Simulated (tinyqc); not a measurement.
Tight binding, kagome lattice, step by step. One step of it, computed by the program tinyqc.

Task: Bloch Hamiltonian at K. H_AB = -t1 - t2 exp(-i k.a1), H_AC = -t1 - t2 exp(-i k.a2), H_BC = -t1 - t2 exp(i k.(a1 - a2)), H_CC = delta.

Parameters chosen for this model:
```
parameter     value                unit
t1         1.670000    eV, up triangles
t2         0.990000  eV, down triangles
delta             0        eV on site C
```

k point K (fractions of the reciprocal vectors): [0.333333, 0.666667]

Give: H(k) at K.

Result:

H(k) at K (eV), order A, B, C:
$$\begin{pmatrix}
0.0000 & -1.1750+0.8574i & -1.1750-0.8574i \\
-1.1750-0.8574i & 0.0000 & -1.1750+0.8574i \\
-1.1750+0.8574i & -1.1750-0.8574i & 0.0000
\end{pmatrix}$$
